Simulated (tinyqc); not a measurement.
Inside a calculation. Method: plane-wave Kohn-Sham cycle with exchange-only LDA in a layered model solid. One step of it, computed by the program tinyqc.

Question. Iteration 2: Hamiltonian at one k. H(m,m') = (k + G_m)^2/2 delta + V(G_m - G_m'), with V(-G) = V(G).

A solid whose potential varies along x alone (atomic units):
```
parameter                      value
period a                   14.800000
cross-section of the cell  32.000000
electrons per cell                 4
grid points                       16
plane waves -n..n, n               3
k points                           1
V1 in V1 cos(2 pi x/a)     -0.620000
V2 in V2 cos(4 pi x/a)      0.080000
```

V(G_m), m = 0, 1, 2, ... (hartree): -0.199188  -0.250580  0.044689  0.000060  0.002273  0.000748  0.000021

k = 0.000000 2 pi / a

Give: H.

Answer.

H (hartree), lower triangle:
```
         -3       -2       -1       +0       +1       +2      +3
-3   0.6119
-2  -0.2506   0.1613
-1   0.0447  -0.2506  -0.1091
+0   0.0001   0.0447  -0.2506  -0.1992
+1   0.0023   0.0001   0.0447  -0.2506  -0.1091
+2   0.0007   0.0023   0.0001   0.0447  -0.2506   0.1613
+3   0.0000   0.0007   0.0023   0.0001   0.0447  -0.2506  0.6119
```
